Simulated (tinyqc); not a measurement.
Metal gate on a two-layer dielectric stack with fixed charge and a dipole: one step of the calculation.

Gate, layer 2, layer 1, p-type semiconductor; x runs from the gate inwards. Charges are counted in units of +q. psi is the band bending at the surface, positive towards inversion. Classical charge, Boltzmann statistics, no interface traps.

Problem. Flat-band voltage, term by term. EOT = 3.9 (t1/e1 + t2/e2), Cox = eps0/(t1/e1 + t2/e2); phi_ms = pM - (chi + Eg - Vt ln(Nv/Na)). Vfb = phi_ms + Vd - (q/eps0) [Q1 (t1/e1 + t2/e2) + Q2 t2/e2 + r1 (t1^2/(2 e1) + t1 t2/e2) + r2 t2^2/(2 e2)]: each charge counts with its electrical distance from the gate.

Values chosen for this exercise; band and dielectric values close to those of silicon, layer 1 close to silicon dioxide, layer 2 close to zirconium oxide: temperature T = 300 K; band gap Eg = 1.1 eV; valence-band density of states at T Nv = 2.62e19 cm^-3; electron affinity chi = 4.02 eV; acceptor density Na = 2.8e17 cm^-3; work function of the gate metal pM = 4.81 eV; thickness of layer 1, next to the semiconductor t1 = 1.7 nm; relative permittivity of layer 1 e1 = 3.94; thickness of layer 2, next to the gate t2 = 4.3 nm; relative permittivity of layer 2 e2 = 25.4; fixed charge at the semiconductor interface Q1 = 1.7e12 cm^-2; fixed charge between the layers Q2 = -1.9e12 cm^-2; uniform charge density in layer 1 r1 = -2.2e18 cm^-3; uniform charge density in layer 2 r2 = -1.2e18 cm^-3; flat-band shift by a dipole layer between the layers Vd = 0.28 V.

Constants: q = 1.602176634e-19 C, kB = 1.380649e-23 J/K, Vt = kB T/q, eps0 = 8.8541878128e-14 F/cm where lengths are in cm. Results are converted to the units shown.

Wanted: terms; Vfb.

Solution.

terms (V): phi_ms -0.1927, dipole 0.2800, Q1 -0.1848, Q2 0.0582, r1 0.0261, r2 0.0079
Vfb = -0.005306 V

Apart from phi_ms the largest term is that of dipole, 280 mV; all charges and the dipole together move Vfb by 187 mV.

tinyqc, about 0.01 s, one thread, Intel Xeon 2.30GHz (shared host): `OMP_NUM_THREADS=1 python tinyqc.py 2010012 2010013 out.jsonl`
